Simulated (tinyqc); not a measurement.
Configuration-coordinate model of carrier capture at a defect: one step. The multiphonon factor. Two cases, with inputs chosen for the exercise.

Question. Form p, nb, x and ln W, the classical ln W, and the capture time 1/(nu W).

Two parabolas of equal curvature k in one coordinate Q: with the carrier free at the band edge, U_f = k Q^2/2; with the carrier trapped, U_t = k (Q - dQ)^2/2 - ET. ER = k dQ^2/2, Huang-Rhys factor S = ER/hw, hw = 0.0646541 sqrt(k/M) eV for k in eV/angstrom^2 and M in u. The curves cross at a height Eb = (ER - ET)^2/(4 ER) above the free minimum.

Multiphonon factor for giving p = ET/hw phonons to the lattice: W = exp(-S (2 nb + 1)) ((nb + 1)/nb)^(p/2) I_p(x), nb = 1/(exp(hw/kT) - 1), x = 2 S sqrt(nb (nb + 1)), I_p the modified Bessel function. Classical limit: W = hw exp(-Eb/kT)/sqrt(4 pi ER kT). At T = 0: exp(-S) S^p/Gamma(p + 1).

Constants: kB = 8.617333262e-05 eV/K.

Case 1.

Values chosen (of the size met at a deep level in Si; the results hold for these values, not for the real material): ET = 0.47 eV (thermal depth of the level below the band edge); ER = 0.12 eV (relaxation energy); hw = 0.036 eV (phonon energy of the mode); T = 200 K (temperature); nu = 1e+12 1/s (attempt rate).

Case 2.

Values chosen (of the size met at a DX centre in AlGaAs; the results hold for these values, not for the real material): ET = 0.19 eV (thermal depth of the level below the band edge); ER = 0.73 eV (relaxation energy); hw = 0.013 eV (phonon energy of the mode); T = 200 K (temperature); nu = 1e+13 1/s (attempt rate).

Give: p, nb, x; ln W; capture time.

Answer.

Case 1.

p, nb, x: 13.0556  0.1413  2.6776

ln W: quantum -9.401, classical -16.307

capture time = 1.21e-08 s

The quantum factor is 998 times the classical one at kT/hw = 0.48: nuclear tunnelling rules.

Case 2.

p, nb, x: 14.6154  0.8880  145.4192

ln W: quantum -9.097, classical -9.215

capture time = 8.93e-10 s

The quantum factor is 1.12 times the classical one at kT/hw = 1.33: the classical form serves within a factor of e.

Computed by tinyqc, one run a case: `OMP_NUM_THREADS=1 python tinyqc.py N N+1 out.jsonl` with N = 1450260, 1450419; one thread of a shared Intel(R) Xeon(R) Processor @ 2.30GHz, about 0.01 s a run at most.
